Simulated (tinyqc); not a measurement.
Inside a calculation. Method: Hueckel theory of the pi electrons, for the molecule Bc1ccc[cH-]1 (SMILES; centres numbered as the heavy atoms are written). One step of it, computed by the program tinyqc.

Problem. Orbitals. Diagonalise; E = alpha + x beta with beta < 0, so the largest x are filled first; degenerate levels share their electrons. P = sum n_i c_ri c_si; each orbital has its largest coefficient positive (the first on a tie).

Hueckel matrix in units of beta (H = alpha + beta A), order 1B, 2C, 3C, 4C, 5C, 6C:
$$\begin{pmatrix}
-0.890000 & 0.800000 & 0.000000 & 0.000000 & 0.000000 & 0.000000 \\
0.800000 & 0.000000 & 1.000000 & 0.000000 & 0.000000 & 1.000000 \\
0.000000 & 1.000000 & 0.000000 & 1.000000 & 0.000000 & 0.000000 \\
0.000000 & 0.000000 & 1.000000 & 0.000000 & 1.000000 & 0.000000 \\
0.000000 & 0.000000 & 0.000000 & 1.000000 & 0.000000 & 1.000000 \\
0.000000 & 1.000000 & 0.000000 & 0.000000 & 1.000000 & 0.000000
\end{pmatrix}$$

pi electrons, sum of z_r less the charge = 6

Give: x values; occupations; coefficients; charge and bond-order matrix P.

Solution.

x values: [2.0476, 0.7723, 0.6180, -0.8022, -1.6180, -1.9077]

occupations: [2.0000, 2.0000, 2.0000, 0.0000, 0.0000, 0.0000]

coefficients, order 1B, 2C, 3C, 4C, 5C, 6C:
$$\begin{pmatrix}
0.1317 & 0.2900 & 0.0000 & 0.8090 & 0.0000 & -0.4940 \\
0.4837 & 0.6027 & 0.0000 & 0.0888 & 0.0000 & 0.6284 \\
0.4426 & 0.1167 & 0.6015 & -0.3592 & -0.3717 & -0.4018 \\
0.4224 & -0.5125 & 0.3717 & 0.1993 & 0.6015 & 0.1382 \\
0.4224 & -0.5125 & -0.3717 & 0.1993 & -0.6015 & 0.1382 \\
0.4426 & 0.1167 & -0.6015 & -0.3592 & 0.3717 & -0.4018
\end{pmatrix}$$

charge and bond-order matrix P, order 1B, 2C, 3C, 4C, 5C, 6C:
$$\begin{pmatrix}
0.2030 & 0.4771 & 0.1843 & -0.1860 & -0.1860 & 0.1843 \\
0.4771 & 1.1945 & 0.5688 & -0.2091 & -0.2091 & 0.5688 \\
0.1843 & 0.5688 & 1.1426 & 0.7015 & -0.1929 & -0.3046 \\
-0.1860 & -0.2091 & 0.7015 & 1.1587 & 0.6059 & -0.1929 \\
-0.1860 & -0.2091 & -0.1929 & 0.6059 & 1.1587 & 0.7015 \\
0.1843 & 0.5688 & -0.3046 & -0.1929 & 0.7015 & 1.1426
\end{pmatrix}$$
